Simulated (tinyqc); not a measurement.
Square-lattice Ising model by mean field, Bethe lattice, transfer matrix, exact enumeration and Monte Carlo steps: one step, computed by the program tinyqc. Command: `OMP_NUM_THREADS=1 python tinyqc.py 3002812 3002813 out.jsonl ising walk`. One thread of a shared host (Intel(R) Xeon(R) Processor @ 2.30GHz), about 0.01 s of CPU time with the checks.

H = -J sum over nearest pairs s_i s_j, s = +-1, no field, periodic boundaries; energies per site are in J. As a lattice gas or an alloy, s marks which species holds the site.

Task: Free energy and correlation length of the strip. With the eigenvalues l1 > l2: -f/(k_B T) = ln(l1)/w per site; xi = 1/ln(l1/l2) rows.

Inputs (values chosen for the exercise, for a model lattice): temperature T = 1930 K; strip width w = 3.

T, lower triangle (symmetric):
```
          +++       ++-       +-+       +--       -++       -+-       --+       ---
+++  9.812184
++-  2.140861  2.140861
+-+  2.140861  0.467102  2.140861
+--  1.000000  1.000000  1.000000  2.140861
-++  2.140861  0.467102  0.467102  0.218184  2.140861
-+-  1.000000  1.000000  0.218184  0.467102  1.000000  2.140861
--+  1.000000  0.218184  1.000000  0.467102  1.000000  0.467102  2.140861
---  1.000000  1.000000  1.000000  2.140861  1.000000  2.140861  2.140861  9.812184
```

Give: three largest eigenvalues; -f/(k_B T); correlation length xi.

Result:

three largest eigenvalues: 14.15  9.28  2.46

-f/(k_B T) = 0.8833

correlation length xi = 2.367
